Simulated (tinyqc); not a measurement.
Inside a calculation. Method: Hubbard chain of 2 sites. One step of it, computed by the program tinyqc.

Task: The many-body Hamiltonian. Basis: all placements (u, d, 2, 0 on each site), up operators ordered before down ones; hops carry the sign of the same-spin electrons passed.

one-body matrix (hopping and site energies) (eV), order 1, 2:
```
[[0.000000, -1.030000],
 [-1.030000, 0.000000]]
```

U = 5.600000 eV

electrons, up and down: [1, 1]

Give: H.

Result:

H (eV), order 20, ud, du, 02:
```
[[5.6000, -1.0300, -1.0300, 0.0000],
 [-1.0300, 0.0000, 0.0000, -1.0300],
 [-1.0300, 0.0000, 0.0000, -1.0300],
 [0.0000, -1.0300, -1.0300, 5.6000]]
```
